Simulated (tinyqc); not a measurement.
Domain walls in a thin film with perpendicular anisotropy: Bloch, Neel and chiral walls, motion and stripe domains: one step, computed by the program tinyqc.

One-dimensional wall: polar angle theta(x), azimuth phi of the moment in the wall (phi = 0 Neel, 90 degrees Bloch). mu_0 = 1.25663706212e-6 T m/A, gamma = 1.76085963023e11 rad/(s T).

Problem. Walker breakdown. Field drive: steady motion v = gamma Delta B/alpha needs B = (alpha/2) [2 B_D sin(phi) - B_K sin(2 phi)] in size, B_K = 2 K_D/M_s, B_D = pi D/(2 M_s Delta), with phi moving from its rest value; the Walker field B_W is the largest value of |B_D sin(phi) - (B_K/2) sin(2 phi)| times alpha, reached at cos(phi) = [d - sqrt(d^2 + 8)]/4, d = B_D/B_K. Far above B_W/alpha, v = gamma Delta B alpha/(1 + alpha^2); this is used for all B above B_W.

Inputs (values chosen for the exercise, for a model film): saturation magnetisation M_s = 822 kA/m; DMI constant D = 1.9 mJ/m^2; damping alpha = 0.14; field mu_0 H_z = 18 mT.

Drive: magnetic field.

K_D = 43.97517 kJ/m^3

width parameter Delta = 5.538153 nm

Give: B_K; B_D; Walker field B_W; velocity at B_W; velocity at B.

Solution.

B_K = 107.00 mT

B_D = 655.60 mT

Walker field B_W = 92.968 mT

velocity at B_W = 647.58 m/s

velocity at B = 125.38 m/s

B is below B_W: steady motion. Without D, B_W would be alpha B_K/2 = 7.49 mT, so D raises it 12.4 times.
